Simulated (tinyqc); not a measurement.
# Read current of a NAND string, cells in series solved by shooting: what changes with what

Cells in series, numbered from 0 at the source line (0 V) to the bit line, each followed by a gap resistance Rg. A cell with gate Vg, threshold VT, source Vs and drain Vd passes I = 2 nf K Vt^2 [F(Vs) - F(Vd)]/(1 + th max(Vg - VT, 0)), F(V) = ln^2(1 + exp((Vg - VT - nf V)/(2 nf Vt))). The selected cell has Vg = Vr, the others Vg = Vp.

Values chosen for this exercise; values of the order met in vertical NAND strings:
- T = 300 K (temperature)
- K = 6.3 uA/V^2 (gain factor of a cell)
- nf = 1.8 (slope factor)
- th = 0.09 1/V (mobility reduction factor)
- Rg = 18 kohm (resistance of the gap between cells)
- Vbl = 0.4 V (bit-line voltage)
- Vp = 6 V (pass voltage)
- Ve = -1.3 V (threshold of an erased cell)
- Vh = 4.2 V (threshold of the highest state)
- Vx = 0.4 V (threshold of the selected cell)
- Is = 20 nA (sensing current)
- Vr = 2.02 V (read voltage on the selected word line)

Constants: q = 1.602176634e-19 C, kB = 1.380649e-23 J/K, Vt = kB T/q. Results are converted to the units shown.

Each table varies one quantity; the others keep the values above.

## Read current against the number of cells

For a trial current I start at 0 V and, cell by cell, solve for the drain: sqrt(F(Vd)) = sqrt(F(Vs) - I/k), k = 2 nf K Vt^2/(1 + th max(Vg - VT, 0)), Vd = [Vg - VT - 2 nf Vt ln(exp(sqrt F) - 1)]/nf, then add I Rg. The string current is the I for which the last node reaches Vbl. The apparent threshold is the Vr at which I = Is. Background: all other cells erased (VT = Ve) or all in the highest state (VT = Vh); ratio and shift are high over erased and high minus erased. The selected cell is in the middle, cell n/2.

Read current against the number of cells:

| n | I, others erased (uA) | I, others high (uA) | ratio | apparent VT, erased (V) | apparent VT, high (V) | background shift (mV) |
|---|---|---|---|---|---|---|
| 8 | 0.7207 | 0.3379 | 0.4689 | 0.4798 | 0.4895 | 9.702 |
| 16 | 0.3996 | 0.1699 | 0.4252 | 0.4876 | 0.5071 | 19.55 |
| 32 | 0.2111 | 0.08516 | 0.4034 | 0.5033 | 0.5430 | 39.67 |
| 64 | 0.1086 | 0.04263 | 0.3926 | 0.5348 | 0.6167 | 81.90 |
| 96 | 0.07309 | 0.02843 | 0.3890 | 0.5663 | 0.6956 | 129.2 |
| 128 | 0.05508 | 0.02133 | 0.3872 | 0.5980 | 0.8543 | 256.3 |

With erased neighbours the current falls from 0.721 to 0.0551 uA, as n^(-0.85) between the first two rows and n^(-0.98) between the last two (-1 once the series resistance rules). The ratio falls from 0.469 to 0.387 and the background shift rises from 9.70 to 256 mV.

## Effect of the position of the selected cell

Same model as above.

The string has 64 cells, numbered from the source.

Results:

| j | I, others erased (uA) | I, others high (uA) | ratio | apparent VT, erased (V) | apparent VT, high (V) | background shift (mV) |
|---|---|---|---|---|---|---|
| 0 | 0.1094 | 0.04265 | 0.3899 | 0.4719 | 0.4721 | 0.1497 |
| 9 | 0.1092 | 0.04265 | 0.3906 | 0.4896 | 0.5117 | 22.15 |
| 18 | 0.1090 | 0.04264 | 0.3913 | 0.5072 | 0.5521 | 44.90 |
| 36 | 0.1085 | 0.04263 | 0.3931 | 0.5427 | 0.6355 | 92.86 |
| 45 | 0.1081 | 0.04262 | 0.3942 | 0.5604 | 0.6786 | 118.2 |
| 54 | 0.1077 | 0.04261 | 0.3955 | 0.5782 | 0.7227 | 144.5 |
| 63 | 0.1072 | 0.04260 | 0.3972 | 0.5960 | 0.7679 | 171.9 |

Estimate the missing row, j = 27.

Computed row:

| j | I, others erased (uA) | I, others high (uA) | ratio | apparent VT, erased (V) | apparent VT, high (V) | background shift (mV) |
|---|---|---|---|---|---|---|
| 27 | 0.1087 | 0.04264 | 0.3921 | 0.5249 | 0.5934 | 68.45 |

With this row back in the table: From the source end to the bit-line end the apparent VT with high neighbours rises from 0.4721 to 0.7679 V and the background shift rises from 0.150 to 172 mV. Cells and gaps on the source side raise the source of the selected cell, which costs nf times that voltage in gate drive; those on the drain side only lower its drain voltage.

tinyqc, about 0.5 s, one thread, Intel Xeon 2.30GHz (shared host): `OMP_NUM_THREADS=1 python tinyqc.py 2142106 2142107 out.jsonl`
